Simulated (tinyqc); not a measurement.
Quantum-well laser, gain and threshold: one step of the calculation.

One electron and one heavy-hole subband per well, parabolic, with equal sheet densities n of electrons and holes; k-conserving transitions, TE polarisation, no line broadening, so the gain starts as a step at E0 and peaks there. All wells are pumped alike.

Task. Threshold density by Newton steps. fe = 1 - exp(-n/Nc) and fh = 1 - exp(-n/Nv) are the fillings of the two band edges; f = g0 (fe + fh - 1) - gth; f' = g0 [(1 - fe)/Nc + (1 - fh)/Nv]; n(new) = n - f/f'.

n after iteration 1 = 3.5166323e12 cm^-2
Nc = 2.6638012e12 cm^-2
Nv = 1.4542914e13 cm^-2
g0(E0) = 11110.406 1/cm
gth = 1139.0636 1/cm

Find: fe; fh; f; f'; n after iteration 2.

Result.

fe = 0.73291
fh = 0.21480
f = -1720.1 1/cm
f' = 1.7139e-9 cm
n after iteration 2 = 4.5203e12 cm^-2

Range of the model: The second hole subband, left out here, lies within about 2 Vt of the first in a well this wide. Polarisation fields, which separate electrons and holes in nitride wells and lower the gain, are left out.

Numbers from tinyqc (`OMP_NUM_THREADS=1 python tinyqc.py 2840032 2840033 out.jsonl`; about 0.01 s on one thread of a shared Intel Xeon 2.30GHz).
